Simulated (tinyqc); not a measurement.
Inside a calculation. Model: one-sided p+-n junction, ionisation integral and breakdown.

Program tinyqc, `OMP_NUM_THREADS=1 python tinyqc.py 2120063 2120064 out.jsonl`; Intel Xeon 2.30GHz, shared host, one thread, about 0.03 s. Printed values are rounded.

A p+ layer at x < 0 and an n drift layer from x = 0. Depletion approximation, built-in voltage neglected. Local ionisation coefficients alpha_n = an exp(-(bn/E)^mx), alpha_p = ap exp(-(bp/E)^mx). Electrons move towards +x, holes towards x = 0.

Parameters, values chosen for the exercise; material values close to those of germanium: relative permittivity eps_r = 15.8; prefactor of the electron ionisation coefficient an = 1.58e7 1/cm; field constant for electrons bn = 1.53e6 V/cm; prefactor of the hole ionisation coefficient ap = 1.04e7 1/cm; field constant for holes bp = 1.33e6 V/cm; exponent mx = 1; donor density of the drift layer N = 5.4e16 cm^-3; reverse voltage V = 6.53 V; share of the depleted width that the grid covers fr = 0.5.

Constants: q = 1.602176634e-19 C, eps0 = 8.8541878128e-14 F/cm where lengths are in cm. Results are converted to the units shown.

Range of the model: Breakdown comes at under 16 V, so the built-in voltage left out is a few per cent of it or more.

## Field and ionisation coefficients on a grid

W = sqrt(2 eps0 eps_r V/(q N)), peak field E0 = q N W/(eps0 eps_r), falling linearly to 0 at W. Grid: 12 equal steps from 0 to fr W.

W = 0.4595390 um

| point | x (um) | E (kV/cm) | alpha_n (1/cm) | alpha_p (1/cm) |
|---|---|---|---|---|
| 0 | 0.0000000 | 284.1978 | 72543.86 | 96517.31 |
| 1 | 0.0191475 | 272.3563 | 57404.51 | 78747.86 |
| 2 | 0.0382949 | 260.5147 | 44468.26 | 63072.35 |
| 3 | 0.0574424 | 248.6731 | 33619.61 | 49460.48 |
| 4 | 0.0765898 | 236.8315 | 24716.64 | 37854.68 |
| 5 | 0.0957373 | 224.9899 | 17592.30 | 28167.98 |
| 6 | 0.1148848 | 213.1484 | 12057.26 | 20282.86 |
| 7 | 0.1340322 | 201.3068 | 7904.448 | 14051.51 |
| 8 | 0.1531797 | 189.4652 | 4915.554 | 9298.035 |
| 9 | 0.1723271 | 177.6236 | 2869.240 | 5823.021 |
| 10 | 0.1914746 | 165.7821 | 1550.816 | 3410.915 |
| 11 | 0.2106221 | 153.9405 | 762.5095 | 1840.172 |
| 12 | 0.2297695 | 142.0989 | 333.0767 | 895.7299 |

## Ionisation integrals by the trapezoid rule

G(x) = integral from 0 to x of (alpha_n - alpha_p); I_n = integral of alpha_n exp(-G) (electrons injected at x = 0), I_p = integral of alpha_p exp(G(end) - G) (holes injected at the far edge); M = 1/(1 - I). All integrals by the trapezoid rule on the grid.

| point | G | alpha_n exp(-G) (1e4 1/cm) |
|---|---|---|
| 0 | 0.0000000 | 7.254386 |
| 1 | -0.0433851 | 5.994983 |
| 2 | -0.0816297 | 4.825046 |
| 3 | -0.1146064 | 3.770210 |
| 4 | -0.1423500 | 2.849779 |
| 5 | -0.1650529 | 2.074934 |
| 6 | -0.1830527 | 1.447929 |
| 7 | -0.1968127 | 0.962379 |
| 8 | -0.2068934 | 0.604540 |
| 9 | -0.2139170 | 0.355361 |
| 10 | -0.2185256 | 0.192959 |
| 11 | -0.2213382 | 0.095142 |
| 12 | -0.2229086 | 0.041625 |

I_n = 0.5135591
I_p = 0.6105374
M_n = 2.055748
M_p = 2.567640

A grid of 1500 steps over the whole width gives I_n = 0.5123 and I_p = 0.6101; the coarse I_n is 0.24 % above and the coarse I_p 0.071 % above those values. Holes multiply more: on this coarse grid M - 1 is 1.48 times as large for them.

## Breakdown voltage by secant steps

G(x) = integral from 0 to x of (alpha_n - alpha_p); I_n = integral of alpha_n exp(-G) (electrons injected at x = 0), I_p = integral of alpha_p exp(G(end) - G) (holes injected at the far edge); M = 1/(1 - I). Secant steps on ln I_n(V) = 0 with the integrals on a fine grid (1500 steps), from the points V = 5.72 and 7.44 V; stop when the step is below 1e-7 of V.

Course of the iteration:

| step | V (V) | I_n | change of V (V) |
|---|---|---|---|
| 1 | 7.44 | 0.8345149 | 0.311 |
| 2 | 7.750853 | 0.9692800 | 0.0648 |
| 3 | 7.815642 | 0.9990495 | 2.04e-3 |
| 4 | 7.817679 | 0.9999949 | 1.10e-5 |
| 5 | 7.817690 | 1.000000 | 1.82e-9 |

Breakdown at 7.8177 V, with a peak field of 311.0 kV/cm and W = 0.5028 um. The integral for holes reaches 1 at the same voltage.
